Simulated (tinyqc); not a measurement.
Inside a calculation. Model: Stillinger-Weber potential for a tetrahedral semiconductor. Computed by tinyqc, a small Python program that keeps every step. Command: `OMP_NUM_THREADS=1 python tinyqc.py 3015423 3015424 out.jsonl swsi walk`. One thread of a shared host (Intel(R) Xeon(R) Processor @ 2.30GHz), about 0.03 s of CPU time with the checks. Intermediate numbers are printed to about 6 digits and carried at full precision; extremes and crossings named in words are read from the listed rows.

With x = r/sigma: pair term eps A (B x^-4 - 1) exp(1/(x - a)); for each pair of neighbours j, k of atom i, three-body term eps lambda exp(gamma/(x_ij - a) + gamma/(x_ik - a)) (cos theta_jik + 1/3)^2; both vanish beyond x = a. A = 7.049556277, B = 0.6022245584, a = 1.8.

Inputs (values chosen for the exercise, modelled on silicon): energy scale eps = 2.064 eV; length scale sigma = 2.1 angstrom; three-body strength lambda = 18.8; gamma = 1.1; bond 1 of the trimer = 2.42 angstrom; bond 2 of the trimer = 2.46 angstrom; angle of the trimer theta = 77.7 degrees.

displacement of one atom (angstrom): [-0.21, 0.14, 0.14]

Constants: 1 eV/angstrom^3 = 160.2176634 GPa.

## A trimer

Atom 1 binds atoms 2 and 3 at the angle theta; the third side follows from the cosine rule. Sum the three pair terms and the three-body terms centred on each atom.

distance 2-3 = 3.06130 angstrom

pair terms (eV): 1-2 -2.04566, 1-3 -2.01640, 2-3 -0.67877

three-body term at atom 1 = 0.368259 eV

three-body terms at atoms 2 and 3 = 0.513135 eV

energy of the trimer = -3.85944 eV

The cut-off is 3.780 angstrom, so atoms 2 and 3 interact directly.

## The diamond lattice

All angles are tetrahedral, so only the pair term acts; its minimum lies at x = 2^(1/6) with depth eps, and second neighbours lie beyond the cut-off. a0 = 4 d/sqrt3; E = -2 eps per atom.

bond length d = 2.35717 angstrom

lattice constant a0 = 5.44365 angstrom

energy per atom = -4.128 eV

## Elastic constants and internal strain

Second derivatives of the energy per atom, volume a0^3/8: e_xx gives C11, e_xx = -e_yy gives 2 (C11 - C12), e_xy = e_yx = h/2 gives the unrelaxed C44(0). Under that shear the second sublattice shifts by u_z; minimising over u_z gives C44 = C44(0) - E_hu^2/(E_uu V) and Kleinman's zeta = |E_hu/E_uu|/(a0/4). The optical force constant is k = 4 E_uu, with M omega^2 = k at the zone centre.

C11 = 152.712 GPa

C12 = 67.4491 GPa

unrelaxed C44(0) = 105.344 GPa

C44 = 61.1083 GPa

internal strain zeta = 0.575061

optical force constant k = 36.3589 eV/angstrom^2

Internal relaxation lowers C44 by 42 %. zeta = 1 would keep all bond lengths equal under shear and 0 would move atoms with the lattice; the value here is 0.58. Caution: the original fit to silicon is too soft in shear (C44) and too stiff for the optical mode.

## One atom displaced in the eight-atom cell

Cubic cell of side a0 with periodic images; atoms 1 to 4 at (0,0,0), (0,1/2,1/2), (1/2,0,1/2), (1/2,1/2,0), atoms 5 to 8 shifted by (1/4,1/4,1/4). Atom 5 is moved by u. Forces are minus the gradient of the total energy.

bond lengths from atom 5 to atoms 1 to 4 (angstrom): [2.41456, 2.07506, 2.49221, 2.49221]

rise of the pair energy = 0.675686 eV

three-body energy = 0.167866 eV

forces (eV/angstrom), rows atom 5, atom 1, atom 2, atom 3, atom 4, columns x, y, z:
```
[[4.23789, -3.29910, -3.29910],
 [-0.28193, 0.47293, 0.47293],
 [-2.41085, 2.33399, 2.33399],
 [-0.84931, 0.75394, -0.14331],
 [-0.84931, -0.14331, 0.75394]]
```

Bond bending carries 20 % of the energy rise. The four neighbours take up a total force of 6.530 against 6.303 eV/angstrom on atom 5; the difference acts on atoms 6 to 8.

## Diamond against structures with more neighbours

Each structure is relaxed in its neighbour distance d (lowest minimum for d between sigma and 1.7 sigma), with all neighbours inside the cut-off, second shells too where they fall inside.

Energies per atom (eV):
```
structure     first neighbours  d (angstrom)      pair  three-body     total  volume (angstrom^3)
diamond                      4       2.35717  -4.12800     0.00000  -4.12800              20.1642
simple cubic                 6       2.65720  -5.14544     1.68981  -3.45562              18.7617
bcc                          8       2.88365  -5.01597     1.96918  -3.04679              18.4588
fcc                         12       3.00654  -4.95095     2.10772  -2.84323              19.2170
```

The order is diamond < simple cubic < bcc < fcc, the lowest two 0.672 eV apart. Against diamond the pair energy changes by -1.02 (simple cubic), -0.89 (bcc), -0.82 (fcc) eV, while angles away from 109.47 degrees cost 1.69, 1.97, 2.11 eV; the bonds stretch to 3.01 angstrom in fcc to weaken that penalty.

Checks made by the program: lattice sum at a0 (relative difference below 1e-10); B from the pair term alone, phi''(d)/(3 a0), against (C11 + 2 C12)/3 (relative difference 5e-07).
